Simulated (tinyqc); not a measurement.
Single-domain magnet: Stoner-Wohlfarth switching, Neel-Arrhenius retention, LLG dynamics and spin torque: one step, computed by the program tinyqc.

The moment is uniform, with unit vector m; z is the easy axis. mu_0 = 1.25663706212e-6 T m/A, gamma = 1.76085963023e11 rad/(s T).

Task: Barrier in a tilted field. Energy over K_eff V: e(theta) = sin^2(theta) + 2 h cos(theta - psi) for m at the angle theta from +z and a field that points at psi from -z (it pulls m away from +z towards negative theta); h_sw = (cos^(2/3) psi + sin^(2/3) psi)^(-3/2). The metastable minimum and the saddle are the two roots of e'(theta) = sin(2 theta) - 2 h sin(theta - psi) on either side of theta_c = -arctan(tan^(1/3) psi).

Inputs (values chosen for the exercise, for a model magnet): temperature T = 450 K; field angle psi from the easy axis = 65 degrees; reversing field h = H/H_K = 0.43.

Shape: prolate spheroid, easy axis along it.

stability factor Delta = 113.0288

Give: switching field h_sw; minimum theta; saddle theta; barrier / (K_eff V); barrier / (k_B T).

Result:

switching field h_sw = 0.5445

minimum theta = -29.51 degrees

saddle theta = -72.07 degrees

barrier / (K_eff V) = 0.1005

barrier / (k_B T) = 11.36

The form (1 - h/h_sw)^n reproduces this barrier with n = 1.473; n is 2 for a field on the axis, and the approach to h_sw has the exponent 3/2 off the axis.
